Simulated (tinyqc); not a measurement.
Which coupling does what: hole subbands of a hard-walled well, four-band Luttinger model.

Hole energies are counted downwards from the unstrained band edge, c = hbar^2/2m0. After the usual block transformation one block is H = [[P + Q - Zs, R - i S], [R + i S, P - Q + Zs]] in (heavy, light), with P +/- Q = c [(g1 +/- g2) k^2 + (g1 -/+ 2 g2) kz^2], R = sqrt(3) c gR k^2, S = 2 sqrt(3) c g3 k kz, kz = -i d/dz; axial approximation gR = (g2 + g3)/2. Zs = b (e_par - e_perp) is the shear part of the strain (the hydrostatic part shifts all levels alike and is left out). Basis sqrt(2/L) sin(n pi z/L), n = 1 to N, for each component: kz^2 gives (n pi/L)^2 and the heavy-light block is R delta_nm - 2 sqrt(3) c g3 k D_nm with D_nm = 4 n m/(L (n^2 - m^2)) for n + m odd, 0 otherwise. The other block has the same levels. The split-off band is left out.

Constants: hbar^2/2m0 = 3.80998211 eV angstrom^2.

Values chosen for the exercise (near those of GaSb; shifted at random, so the results belong to these values and not to a real crystal): g1 = 13.36 (Luttinger gamma1); g2 = 4.68 (gamma2); g3 = 6 (gamma3); L = 55 angstrom (well width along [001]); k = 0.0273 1/angstrom (wave vector in the plane).

shear strain energy Zs = 0.042613 eV

N = 20, at the given k. Diagonal: R = S = 0. Along [100] and [110] gR is g2 and g3 instead of their mean.

Cases:
```
model
diagonal
R alone
S alone
axial
[100]
[110]
```

Rank the cases by E1, lowest first.

Answer: [110], axial, [100], S alone, R alone, diagonal.

Hole energies (meV):
```
model        E1      E2      E3      E4
diagonal  58.34  207.50  349.69  456.12
R alone   55.99  206.81  352.04  455.80
S alone   47.62  139.65  394.20  394.90
axial     44.98  139.99  393.96  396.48
[100]     45.59  139.92  394.01  396.11
[110]     44.30  140.07  393.90  396.89
```

The couplings move E1 by -13.36 meV: R alone by -2.35, S alone by -10.72, so S matters more at k L/pi = 0.48 (R grows as k^2 and joins equal n, S as k and joins n of opposite parity). Warping spreads E1 by 1.29 meV between [100] and [110], the hole being heavier along [110]; the axial value lies between them.

Program tinyqc; command `OMP_NUM_THREADS=1 python tinyqc.py 1250710 1250711 out.jsonl`; about 0.2 s on one thread of a shared Intel(R) Xeon(R) Processor @ 2.30GHz.
